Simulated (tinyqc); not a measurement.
# Vacuum evaporation: vapour pressure, source flux, thickness distribution, purity and step coverage, step by step

A worked calculation. Computed by tinyqc, a small Python program that keeps every step. Command: `OMP_NUM_THREADS=1 python tinyqc.py 3111494 3111495 out.jsonl evap walk`. One thread of a shared host (Intel(R) Xeon(R) Processor @ 2.30GHz), about 0.01 s of CPU time with the checks. Intermediate numbers are printed to about 7 digits and carried at full precision; extremes and crossings named in words are read from the listed rows.

Molecular flow, unit sticking of the metal, no re-evaporation. The background gas is taken as water vapour (18.015 g/mol, collision diameter 0.37 nm) at 300 K.

Inputs (values chosen for the exercise, modelled on indium, with constants for the liquid): molar mass M = 114.8 g/mol; film density rho = 7.31 g/cm^3; vapour-pressure constant A = 10.36; vapour-pressure constant B = 12240 K; source temperature T = 1230 K; source area = 2.9 cm^2; directionality n = 3; source-to-wafer distance h = 51 cm; wafer radius R = 10 cm; source offset from the axis s/h = 0.63; background pressure p = 8e-07 Pa; sticking of background gas = 0.7; aspect ratio of a trench = 0.78.

Constants: u = 1.6605390666e-27 kg; k_B = 1.380649e-23 J/K; R = 8.314462618 J/(mol K).

## Vapour pressure and flux

log10(p_v/Pa) = A - B/T; flux from the surface Phi = p_v/sqrt(2 pi m k_B T), m = M u. Mass loss = Phi x area x m; heat of evaporation = ln(10) R B; d ln Phi/dT = ln(10) B/T^2 - 1/(2 T).

vapour pressure p_v = 2.563188 Pa

flux Phi = 1.797218e+18 1/(cm^2 s)

mass loss = 3.576781 g/h

heat of evaporation = 234.3318 kJ/mol

change of flux per kelvin = 1.822238 %/K

Holding the rate to 1 % needs the temperature to about 0.55 K.

## Rate and uniformity on a fixed wafer above the source

A small source emits (n + 1) Phi area cos^n(phi)/(2 pi) per solid angle; on a parallel plane at height h and lateral distance l the arrival rate is (n + 1) Phi area/(2 pi h^2) x (1 + (l/h)^2)^(-(n + 3)/2). Growth rate = arrival rate x m/rho, m = M u. The wafer is fixed and centred above the source.

arrival rate at the centre = 1.275671e+15 1/(cm^2 s)

growth rate at the centre = 0.3326689 nm/s

edge over centre = 0.8929915

non-uniformity (max - min)/(max + min) = 5.652880 %

share of the material that lands on the wafer, 1 - (1 + (R/h)^2)^(-(n + 1)/2) = 7.267592 %

## Offset source and rotation

Rotating wafer, source offset by s and facing upwards: thickness at radius r is the mean over the angle a of (1 + (r^2 + s^2 - 2 r s cos a)/h^2)^(-(n + 3)/2), by 360 equal steps; non-uniformity (max - min)/(max + min) over 21 radii from 0 to R.

centre thickness relative to an axial source = 0.3668631

edge over centre, rotating = 1.008474

non-uniformity, rotating = 0.4219325 %

## Choosing the offset

The curvature at the centre vanishes at s/h = sqrt(2/(n + 3)).

Against the offset:
```
s/h  centre thickness  edge over centre  non-uniformity (%)
0.0          1.000000          0.892991            5.652880
0.2          0.888996          0.911190            4.646870
0.4          0.640658          0.954957            2.304046
0.5          0.512000          0.979426            1.039416
0.6          0.397542          1.002220            0.111878
0.7          0.302302          1.021776            1.077052
0.8          0.226709          1.037386            1.835015
0.9          0.168641          1.049019            2.392332
1.1          0.092645          1.062103            3.011636
```

The best row, s/h = 0.6, has 0.11 % against 5.7 % on the axis, at the price of a rate lower by a factor 2.52; the small-wafer optimum is sqrt(2/(n + 3)) = 0.58.

## Scattering and purity

Mean free path lambda = k_B T_g/(sqrt2 pi d^2 p); unscattered share exp(-h/lambda); gas arrival p/sqrt(2 pi m_g k_B T_g); impurity ratio = sticking x gas arrival/metal arrival; monolayer time = 1e15 cm^-2/(sticking x gas arrival).

mean free path = 8512.286 m

unscattered share = 0.9999401

gas arrival rate = 2.867188e+12 1/(cm^2 s)

impurity ratio = 0.001573314

monolayer time = 498.2483 s

## A trench at the wafer edge

Fixed wafer, axial point source, trench running tangentially at r = R: the beam arrives at tan(a) = R/h. Shadowed share of the floor = aspect ratio x tan(a) (at most 1); the wall facing the source grows at tan(a) times the field rate, the other wall not at all.

angle a = 11.09372 degrees

shadowed share of the floor = 0.1529412

wall over field thickness = 0.1960784

Checks made by the program: share on the wafer by quadrature (relative difference 3e-09).
